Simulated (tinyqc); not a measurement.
Charge control and current of a heterostructure field-effect transistor: one step, computed by the program tinyqc. Command: `OMP_NUM_THREADS=1 python tinyqc.py 3006626 3006627 out.jsonl hemt walk`. One thread of a shared host (Intel(R) Xeon(R) Processor @ 2.30GHz), about 0.01 s of CPU time with the checks.

Two subbands in a triangular well; E_F is counted from the conduction band edge of the channel at the interface.

Problem. Levels and gate capacitance. Charge control: n_s = C_b (V_G - V_T - E_F/e)/e. Well: mean field F = e n_s/(2 eps eps_0), E_i = (hbar^2/2m)^(1/3) [(3 pi e F/2)(i + 3/4)]^(2/3), i = 0, 1; n_s = D k_B T sum_i ln(1 + exp((E_F - E_i)/k_B T)), D = m/(pi hbar^2), which is solved in closed form for E_F. C_g = e dn_s/dV_G = 1/(1/C_b + 1/C_q), 1/C_q = d(E_F/e)/d(e n_s) by a central difference of +/- 0.1 % in n_s; added distance dd = eps eps_0/C_q.

Inputs (values chosen for the exercise, modelled on AlGaN/GaN): channel mass m = 0.19 m_0; permittivity eps (barrier and channel) = 9.55; temperature T = 300 K.

Charge source: polarisation. Velocity law: smooth.

sheet density n_s = 7.201114e+12 1/cm^2

barrier capacitance C_b = 0.4697639 microfarad/cm^2

Constants: k_B = 8.617333262e-05 eV/K; e = 1.602176634e-19 C; eps_0 = 8.8541878128e-12 F/m; hbar = 1.054571817e-34 J s; m_0 = 9.1093837015e-31 kg; k_B = 1.380649e-23 J/K.

Give: E_0; E_1; E_F; share in the second subband; gate capacitance C_g; added distance dd.

Solution.

E_0 = 226.7 meV

E_1 = 398.9 meV

E_F = 315.6 meV

share in the second subband = 1.116 %

gate capacitance C_g = 0.4271 microfarad/cm^2

added distance dd = 1.800 nm

C_g is 91 % of C_b: the finite density of states and the rise of E_0 act as 1.8 nm of extra barrier.
